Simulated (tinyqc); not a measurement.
Mass and degeneracy from charge and saturation current.

Inverse problem. At high drain voltage only states moving towards the drain are filled: I = gv (2 q^2/h) Vt ln(1 + exp eta) and n = (N0/2) F_(-1/2)(eta), N0 = gv sqrt(2 m kB T/pi)/hbar, F_(-1/2)(x) = (1/sqrt(pi)) int_0^infinity u^(-1/2)/(1 + exp(u - x)) du. Find eta and m.

Parameters, values chosen for the exercise:

| symbol | value | unit | meaning |
|---|---|---|---|
| T | 150 | K | temperature |
| gv | 4 |  | valley degeneracy |

Constants: q = 1.602176634e-19 C, kB = 1.380649e-23 J/K, hbar = 1.054571817e-34 J s, h = 6.62607015e-34 J s, m0 = 9.1093837015e-31 kg, Vt = kB T/q. Results are converted to the units shown.

n = 1.4029373e6 cm^-1
I = 2.8782020 uA

Solution. In one dimension the current holds no mass, so it gives eta directly; n then gives m.

eta = 0.05000
m = 0.1170 m0

Program tinyqc, `OMP_NUM_THREADS=1 python tinyqc.py 2400030 2400031 out.jsonl`; Intel Xeon 2.30GHz, shared host, one thread, about 0.03 s.
